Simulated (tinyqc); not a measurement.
What each parameter does: Landau levels of a non-parabolic (Kane) conduction band at kz = 0.

Three-level Kane model: E = (N + 1/2) 2 muB B/m(E) + s g(E) muB B, s = +/-1/2, with 1/m(E) = 1 + (Ep/3)(2/(E + Eg) + 1/(E + Eg + Dso)) and g(E) = 2 - (2 Ep/3)(1/(E + Eg) - 1/(E + Eg + Dso)); E from the band edge, solved self-consistently; remote bands are left out, and so is the confinement energy of a real sheet, which raises m and lowers |g|.

In a field B along z: l = 1/sqrt((e/hbar) B) is the magnetic length, n_B = B/(h/e) the number of states per area in one level, hbar wc = 2 muB B/m for mass m in m0; 1/angstrom^2 = 1e16/cm^2.

Each listed level takes n_B electrons. At zero temperature and without broadening EF sits in the partly filled level.

Constants: e/hbar = 1.519267448e-05 1/(T angstrom^2); h/e = 413566.7697 T angstrom^2; muB = 5.788381798e-05 eV/T.

Values chosen for the exercise (near those of InSb; not measured data): Eg = 0.235 eV (gap); Dso = 0.81 eV (spin-orbit splitting); Ep = 23.4 eV (Kane energy); B = 5 T (magnetic field); n = 6.9 x 1e11/cm^2 (electron sheet density).

The second and third levels from below, nu = n/n_B, and EF.

One parameter was then changed.

Results before and after:

| case | second level (meV) | third level (meV) | nu | EF (meV) |
|---|---|---|---|---|
| base | 25.95 | 49.14 | 5.71 | 86.40 |
| changed | 29.51 | 54.07 | 5.71 | 93.85 |

Which of these changes was made? (a) B = 4.25 T; (b) Dso = 0.972 eV; (c) Ep = 28.1 eV; (d) Eg = 0.2 eV; (e) n = 8.28 x 1e11/cm^2.

Answer: (d) Eg = 0.2 eV. Of the candidates, run in turn, only this one gives the changed row.

All candidates:

| case | second level (meV) | third level (meV) | nu | EF (meV) |
|---|---|---|---|---|
| base | 25.95 | 49.14 | 5.71 | 86.40 |
| B = 4.25 T | 22.37 | 42.60 | 6.71 | 91.80 |
| Eg = 0.2 eV | 29.51 | 54.07 | 5.71 | 93.85 |
| Dso = 0.972 eV | 25.95 | 48.21 | 5.71 | 85.60 |
| Ep = 28.1 eV | 30.62 | 57.36 | 5.71 | 99.72 |
| n = 8.28 x 1e11/cm^2 | 25.95 | 49.14 | 6.85 | 104.48 |

tinyqc: `OMP_NUM_THREADS=1 python tinyqc.py 1251677 1251678 out.jsonl`; about 0.05 s, one thread, shared Intel(R) Xeon(R) Processor @ 2.30GHz.
